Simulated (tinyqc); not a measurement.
Length of a polyene: Hueckel, PPP and singles CI along the polyenes. Computed by the program tinyqc. Hueckel uses the same beta without repulsion; CIS keeps all single excitations and so misses the low, doubly excited 2Ag state. W is the valence ionisation energy of a centre, MN the Mataga-Nishimoto formula, f the oscillator strength.

All-trans chains of carbon centres 1.40 angstrom apart:

| parameter | value |
|---|---|
| beta (eV), times 1 +/- alternation | -2.200000 |
| alternation | 0.100000 |
| W (eV) | 11.160000 |
| gamma_rr (eV) | 10.670000 |
| repulsion formula | MN |

Gaps and excitations (eV):

| centres | Hueckel gap | PPP orbital gap | bright singlet (CIS) | f | lowest triplet (CIS) |
|---|---|---|---|---|---|
| 2 | 4.8400 | 10.0772 | 7.5564 | 0.6479 | 2.1236 |
| 4 | 3.2493 | 7.9805 | 5.4211 | 0.9618 | 1.4286 |
| 8 | 2.1119 | 6.3284 | 3.9031 | 1.6750 | 0.9563 |
| 10 | 1.8505 | 5.9322 | 3.5447 | 1.9973 | 0.8581 |
| 12 | 1.6705 | 5.6590 | 3.2986 | 2.3050 | 0.7948 |

Estimate the missing row, centres = 6.

Computed row:
```
centres  Hueckel gap  PPP orbital gap  bright singlet (CIS)       f  lowest triplet (CIS)
6             2.5222           6.9401                4.4594  1.3316                1.1205
```

The Hueckel gap tends to 4 x alternation x |beta| = 0.88 eV for long chains. Exchange opens the PPP orbital gap, and the attraction of electron and hole brings the bright state 2.36 eV below it at 12 centres; the triplet lies 2.50 eV lower still.
